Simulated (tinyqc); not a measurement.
# Vertical double-diffused power MOSFET, components of the on-resistance: what changes with what

Stripe cells of pitch Wp + a, two channels a cell. Current flows through the channels, spreads in the accumulation layer, passes the gap between the p bodies and spreads at 45 degrees into the drift layer below them. Low drain voltage, full ionisation.

Inputs (values chosen for the exercise); bulk values close to those of silicon: temperature T = 400 K; relative permittivity eps_r = 12; critical-field constant Kc = 4130 V/cm per (cm^-3)^(1/8); rated breakdown voltage of the drift layer BV = 600 V; drift mobility at 300 K mud = 1250 cm^2/(V s); temperature exponent of the drift mobility bt = 2.1; gate oxide thickness (eps_r 3.9) tox = 46 nm; gate overdrive Vov = 4 V; channel mobility mch = 310 cm^2/(V s); accumulation-layer mobility mac = 480 cm^2/(V s); channel length Lc = 0.9 um; width of the p body in one cell, channels included Wp = 3.2 um; gap between neighbouring p bodies a = 2.2 um; depth of the p body xp = 1.8 um; doping of the gap over the drift doping Nj = 2; built-in voltage of the body junction Vbi = 0.564 V; substrate and contact resistance Rs = 0.5 mohm cm^2.

Constants: q = 1.602176634e-19 C, eps0 = 8.8541878128e-14 F/cm where lengths are in cm. Results are converted to the units shown.

Each table varies one quantity; the others keep the values above.

## On-resistance against the doping of the gap over the drift doping

Triangular field at breakdown with Ec = Kc N^(1/8): BV = eps0 eps_r Ec^2/(2 q N), so N = (eps0 eps_r Kc^2/(2 q BV))^(4/3); W = 2 BV/Ec; mu = mud (T/300 K)^(-bt); rho = 1/(q mu N); ideal resistance rho W. Pitch p = Wp + a, Cox = 3.9 eps0/tox; zero-bias depletion in the gap w0 = sqrt(2 eps0 eps_r Vbi/(q N Nj)), open gap g = a - 2 w0; R_ch = Lc p/(2 mch Cox Vov); R_acc = 0.6 a p/(4 mac Cox Vov), 0.6 being an empirical factor for current leaving the layer along its length; R_gap = (rho/Nj) xp p/g; spreading depth t = min(W, (p - g)/2); R_drift = (rho p/2) ln((g + 2 t)/g) + rho (W - t); R_on = the sum with Rs.

The same in every row: R_ch (mohm cm^2) = 0.26105; R_acc (mohm cm^2) = 0.12364; ideal (mohm cm^2) = 91.722.

Result of one run:
```
Nj  R_gap (mohm cm^2)  R_drift (mohm cm^2)  R_on (mohm cm^2)  largest term
8              2.0434               95.660            98.588         drift
```

What becomes of these results when the doping of the gap over the drift doping Nj is changed from 8 to 3, all else the same?

Result of the changed run:
```
Nj  R_gap (mohm cm^2)  R_drift (mohm cm^2)  R_on (mohm cm^2)  largest term
3              10.219               98.646            109.75         drift
```

The whole series:
```
Nj  R_gap (mohm cm^2)  R_drift (mohm cm^2)  R_on (mohm cm^2)  largest term
2              31.125               102.35            134.36         drift
3              10.219               98.646            109.75         drift
5              4.0631               96.646            101.59         drift
8              2.0434               95.660            98.588         drift
12             1.1999               95.113            97.197         drift
```

R_on falls from 134 to 97.2 mohm cm^2. The drift term is the largest at Nj = 2 and in all other rows. R_on is 1.46 times the ideal drift resistance in the first row and 1.06 times in the last.

## On-resistance against the width of the p body in one cell

Same model as above.

The same in every row: ideal (mohm cm^2) = 91.72.

On-resistance against the width of the p body in one cell:
```
Wp (um)  R_ch (mohm cm^2)  R_acc (mohm cm^2)  R_gap (mohm cm^2)  R_drift (mohm cm^2)  R_on (mohm cm^2)  largest term
2.4                0.2224             0.1053              26.51                100.0             127.4         drift
3.1                0.2562             0.1213              30.55                102.1             133.5         drift
4                  0.2997             0.1420              35.74                104.8             141.5         drift
5.1                0.3529             0.1671              42.08                108.3             151.4         drift
6.6                0.4254             0.2015              50.72                113.4             165.2         drift
8.5                0.5173             0.2450              61.67                120.2             183.2         drift
11                 0.6381             0.3022              76.08                129.8             207.3         drift
14                 0.7832             0.3709              93.37                141.9             236.9         drift
```

R_on rises from 127 to 237 mohm cm^2. The drift term is the largest at Wp = 2.4 and in all other rows. R_on is 1.39 times the ideal drift resistance in the first row and 2.58 times in the last.

Computed by the program tinyqc: `OMP_NUM_THREADS=1 python tinyqc.py 2230057 2230058 out.jsonl`, one thread of a shared Intel Xeon 2.30GHz, about 0.01 s for the whole run.
